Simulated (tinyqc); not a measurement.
Kissinger analysis: growth of a silicide layer between metal and silicon: linear-parabolic kinetics, ramp anneals and Kissinger analysis. Computed by tinyqc, a small Python program. Command: `OMP_NUM_THREADS=1 python tinyqc.py 3004846 3004847 out.jsonl silicide walk`. One thread of a shared host (Intel(R) Xeon(R) Processor @ 2.30GHz), about 0.1 s of CPU time with the checks.

One compound layer of thickness x grows by diffusion through itself and reaction at an interface, dx/dt = 1/(2x/K + 1/v), until the metal is used up at x = a h.

Inputs (values chosen for the exercise, modelled on TiSi2): metal thickness h = 12 nm; silicide formed per metal thickness a = 2.51; prefactor of the parabolic constant K = 6.8e+10 nm^2/s; activation energy E of K = 1.87 eV; prefactor of the interface velocity v = 1e+12 nm/s; activation energy E_v = 2.06 eV.

Constants: k_B = 8.617333262e-05 eV/K.

Method:
- The silicide ends at the thickness a h.
- K = K0 exp(-E/(k_B T)), v = v0 exp(-E_v/(k_B T)).
- Temperatures in kelvin are T(C) + 273.15.
- Ramp from x = 0 at 100 C at the rate beta: dx/dT = (1/beta)/(2x/K + 1/v), integrated adaptively (tolerance 1e-9) until x = a h at T_f.
- Plot ln(beta/T_f^2) against 1/(k_B T_f), T_f in kelvin; minus the least-squares slope estimates the activation energy.

final thickness = 30.12 nm

Ramps:
```
beta (C/s)  T_f (C)  1/(k_B T_f) (1/eV)  ln(beta/T_f^2)
0.03         592.37              13.408         -17.033
0.1          632.57              12.812         -15.920
0.3          672.53              12.271         -14.908
1            720.42              11.680         -13.803
3            768.38              11.142         -12.798
10           826.32              10.555         -11.703
30           884.84              10.021         -10.708
```

Kissinger energy = 1.8680 eV

What does the comparison show, and why?

A thousandfold faster ramp raises the completion temperature by only 292 C. The fit gives 1.868 eV, against E = 1.87 eV for diffusion and E_v = 2.06 eV for the interface: diffusion controls. Caution: nucleation and competing phases are left out; disilicides such as CoSi2 and the low-resistance form of TiSi2 start by nucleation and follow this law at best in part.

Extremes, crossings and ranges named in words are read from the listed rows.
